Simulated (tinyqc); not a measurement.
From results back to parameters: overlap of hydrogenic dopants: pairs, impurity band and the Mott density. Three cases, with inputs chosen for the exercise.

Problem. Ry* = Ry m/eps^2, aB = a0 eps/m, and the Mott density is (0.26/aB)^3 (1/angstrom^3 = 1e24/cm^3). Binding energy and critical density come from a hidden mass and dielectric constant.

Constants: Ry = 13.60569312 eV; a0 (Bohr radius) = 0.5291772105 angstrom.

Case 1.

binding energy = 27.16448 meV
critical density = 1.550976e+18 1/cm^3

Case 2.

binding energy = 6.90903 meV
critical density = 5.783637e+16 1/cm^3

Case 3.

binding energy = 29.31419 meV
critical density = 1.949101e+18 1/cm^3

Find: aB; eps; m.

Solution. aB = 0.26/n^(1/3); the product Ry* aB = Ry a0/eps gives eps, and m = a0 eps/aB.

Case 1.

aB = 22.46 angstrom
eps = 11.80
m = 0.278 m0

Case 2.

aB = 67.23 angstrom
eps = 15.50
m = 0.122 m0

Case 3.

aB = 20.81 angstrom
eps = 11.80
m = 0.300 m0

Computed by tinyqc, one run a case: `OMP_NUM_THREADS=1 python tinyqc.py N N+1 out.jsonl` with N = 1481847, 1481894, 1481924; one thread of a shared Intel(R) Xeon(R) Processor @ 2.30GHz, about 0.01 s a run at most.
